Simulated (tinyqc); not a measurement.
Inputs raised by 2 %, one at a time: Bloch-Grueneisen resistivity of a metal. Computed by tinyqc, a small Python program. Command: `OMP_NUM_THREADS=1 python tinyqc.py 3013497 3013498 out.jsonl bg sens`. One thread of a shared host (Intel(R) Xeon(R) Processor @ 2.30GHz), about 0.01 s of CPU time with the checks.

Electrons scatter from a Debye spectrum of phonons (n = 5 for scattering within one band, n = 3 for scattering into a second, heavy band) and from static defects.

Inputs (values chosen for the exercise, modelled on molybdenum):
```
quantity                      value         unit
exponent n                        5            -
Debye temperature Theta         362            K
transport coupling lambda_tr   0.36            -
Drude plasma energy hbar w_p    8.3           eV
residual resistivity rho_0      8.2  microohm cm
temperature T                   295            K
```

Addition: none.

Constants: k_B = 1.380649e-23 J/K; hbar = 1.054571817e-34 J s; eps_0 = 8.8541878128e-12 F/m; hbar = 6.582119569e-16 eV s; k_B = 8.617333262e-05 eV/K.

Method:
- rho_ph = (n - 1) rho_1 (T/Theta)^n J_n(Theta/T), with rho_1 = 2 pi lambda_tr k_B Theta/(hbar eps_0 w_p^2), the high-temperature line at T = Theta.
- J_n(y) = int_0^y x^n e^x/(e^x - 1)^2 dx, by 96 Gauss-Legendre points (upper limit at most 60).
- Matthiessen's rule: rho = rho_0 + rho_ph.
- Temperature coefficient (1/rho) d rho/dT by a central difference of +/- 0.5 K; residual ratio rho(295 K)/rho(4.2 K); scattering time tau = 1/(eps_0 w_p^2 rho); Wiedemann-Franz kappa = L_0 T/rho, L_0 = (pi^2/3)(k_B/e)^2.

Runs; columns: (1) input moved; (2) from; (3) to; (4) resistivity rho (microohm cm); (5) temperature coefficient (1e-3/K); (6) residual resistance ratio; (7) phonon resistivity rho_ph (microohm cm):
```
(1)                                        (2)     (3)     (4)     (5)     (6)     (7)
base run                                     -       -  13.914  1.6184  1.6968  5.7138
Debye temperature Theta (K)                362  369.24  13.895  1.6241  1.6945  5.6951
transport coupling lambda_tr              0.36  0.3672  14.028  1.6373  1.7107  5.8281
Drude plasma energy hbar w_p (eV)          8.3   8.466  13.692  1.5807  1.6698  5.4920
residual resistivity rho_0 (microohm cm)   8.2   8.364  14.078  1.5995  1.6831  5.7138
temperature T (K)                          295   300.9  14.047  1.5996  1.6968  5.8465
```

Exponents ln(y'/y) / ln(x'/x):
```
input                         resistivity rho  temperature coefficient  residual resistance ratio  phonon resistivity rho_ph
Debye temperature Theta                -0.068                    0.178                     -0.068                     -0.166
transport coupling lambda_tr            0.413                    0.587                      0.413                      1.000
Drude plasma energy hbar w_p           -0.812                   -1.188                     -0.812                     -2.000
residual resistivity rho_0              0.592                   -0.592                     -0.408                      0.000
temperature T                           0.479                   -0.587                      0.000                      1.159
```

Among the inputs moved here: resistivity rho answers most in size to Drude plasma energy hbar w_p (exponent -0.812), next to residual resistivity rho_0 (+0.592). Temperature coefficient answers most in size to Drude plasma energy hbar w_p (exponent -1.188), next to residual resistivity rho_0 (-0.592). Residual resistance ratio answers most in size to Drude plasma energy hbar w_p (exponent -0.812), next to transport coupling lambda_tr (+0.413); its exponent is below 0.0005 for temperature T. phonon resistivity rho_ph answers most in size to Drude plasma energy hbar w_p (exponent -2.000), next to temperature T (+1.159); its exponent is below 0.0005 for residual resistivity rho_0. Its exponent +1.000 in transport coupling lambda_tr: the rate is proportional to the coupling. Its exponent -2.000 in Drude plasma energy hbar w_p: rho = 1/(eps_0 w_p^2 tau).
